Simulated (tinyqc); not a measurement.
Worked calculation: domain walls in a thin film with perpendicular anisotropy: Bloch, Neel and chiral walls, motion and stripe domains. Computed by tinyqc, a small Python program that keeps every step. Command: `OMP_NUM_THREADS=1 python tinyqc.py 3000585 3000586 out.jsonl mwall walk`. One thread of a shared host (Intel(R) Xeon(R) Processor @ 2.30GHz), about 0.01 s of CPU time with the checks. Intermediate numbers are printed to about 5 digits and carried at full precision; extremes and crossings named in words are read from the listed rows.

One-dimensional wall: polar angle theta(x), azimuth phi of the moment in the wall (phi = 0 Neel, 90 degrees Bloch). mu_0 = 1.25663706212e-6 T m/A, gamma = 1.76085963023e11 rad/(s T).

Inputs (values chosen for the exercise, for a model film):
```
quantity                      value        unit
saturation magnetisation M_s   1380        kA/m
exchange stiffness A            9.4        pJ/m
uniaxial anisotropy K_u        1290      kJ/m^3
DMI constant D                0.031      mJ/m^2
thickness t                     2.9          nm
damping alpha                 0.027           -
current density J              0.09  1e12 A/m^2
spin Hall angle theta_SH       0.19           -
```

Drive: spin-orbit torque.

Constants: hbar = 1.054571817e-34 J s; e = 1.602176634e-19 C.

## Width and energy of the Bloch wall

K_eff = K_u - mu_0 M_s^2/2; Delta = sqrt(A/K_eff); sigma_0 = 4 sqrt(A K_eff); profile theta = 2 arctan exp(x/Delta); quality factor Q = 2 K_u/(mu_0 M_s^2).

K_eff = 93.430 kJ/m^3

width parameter Delta = 10.030 nm

sigma_0 = 3.7486 mJ/m^2

quality factor Q = 1.0781

## Bloch or Neel

sigma(phi) = sigma_0 + 2 Delta K_D cos^2(phi) - pi D cos(phi), with the wall shape anisotropy K_D = N_x mu_0 M_s^2/2, N_x = t ln 2/(pi Delta). The minimum has cos(phi) = D/D_N for D < D_N = 4 Delta K_D/pi and phi = 0 beyond; sigma turns negative at D_c = (sigma_0 + 2 Delta K_D)/pi.

K_D = 76.329 kJ/m^3

D_N = 0.97481 mJ/m^2

azimuth phi = 88.178 degrees

wall energy sigma = 3.7470 mJ/m^2

D_c = 1.6806 mJ/m^2

A mixed wall, between Bloch and Neel. D is 0.02 of D_c.

## Velocity under current

Spin-orbit drive: B_SL = hbar theta_SH J/(2 e M_s t) acts as the field (pi/2) B_SL cos(phi). Steady state: v = (gamma Delta/alpha)(pi/2) B_SL cos(phi) = gamma Delta [B_D sin(phi) - (B_K/2) sin(2 phi)], B_K = 2 K_D/M_s, B_D = pi D/(2 M_s Delta); the root with phi between its rest value and 90 degrees; v saturates at v_D = gamma Delta B_D.

B_SL = 1.4062 mT

azimuth in motion = 88.953 degrees

velocity = 2.6414 m/s

saturation velocity v_D = 6.2134 m/s

v is 43 % of v_D: still rising with current. Caution: pinning, heating and tilting of the wall are left out.

## Velocity against current

The formulas are those given above.

Steady motion:
```
J (1e12 A/m^2)  B_SL (mT)  phi (degrees)  v (m/s)  v at fixed rest phi (m/s)
0.02                0.312         88.435   0.8770                       1.02
0.05                0.781         88.709   1.8093                       2.55
0.10                1.562         89.000   2.8025                       5.11
0.20                3.125         89.311   3.8627                      10.21
0.50                7.812         89.643   4.9970                      25.53
1.00               15.625         89.802   5.5392                      51.06
2.00               31.249         89.895   5.8570                     102.11
5.00               78.124         89.957   6.0657                     255.28
```

The linear law holds to 5 % in 0 of the eight rows; in the last row v is 97.6 % of v_D = pi gamma D/(2 M_s), which depends on neither alpha nor theta_SH.

## Stripe domains

Dipolar length l = sigma/(mu_0 M_s^2); for t much smaller than the period the domain width is w = 0.955 t exp(pi l/t) (Kaplan and Gehring), given as log10 of w in nm.

dipolar length l = 1.5657 nm

log10 of the domain width in nm = 1.1790

Equilibrium domains are about 15 nm wide. Caution: the domains are not wide against the wall, so the thin-wall formula fails.

## Raising D

The formulas are those given above.

Wall against D; the last column is the Kaplan-Gehring width, log10[0.955 t exp(pi sigma/(mu_0 M_s^2 t))/nm], with a dash where it falls below 10 Delta and the formula fails:
```
D (mJ/m^2)  phi (degrees)  sigma (mJ/m^2)  sigma/sigma_0  log10 domain width
0.19               78.761          3.6904        0.98448                   -
0.34               69.587          3.5623        0.95031                   -
0.49               59.824          3.3617        0.89679                   -
0.67               46.582          3.0252        0.80703                   -
0.78               36.855          2.7682        0.73847                   -
1.00                0.000          2.1382        0.57041                   -
1.30                0.000          1.1958        0.31899                   -
1.50                0.000          0.5674        0.15137                   -
```

D_N is 58 % of D_c. Beyond D_N sigma falls by pi per unit of D.

Checks made by the program: sigma_0 against the integral over the profile (relative difference below 1e-10).
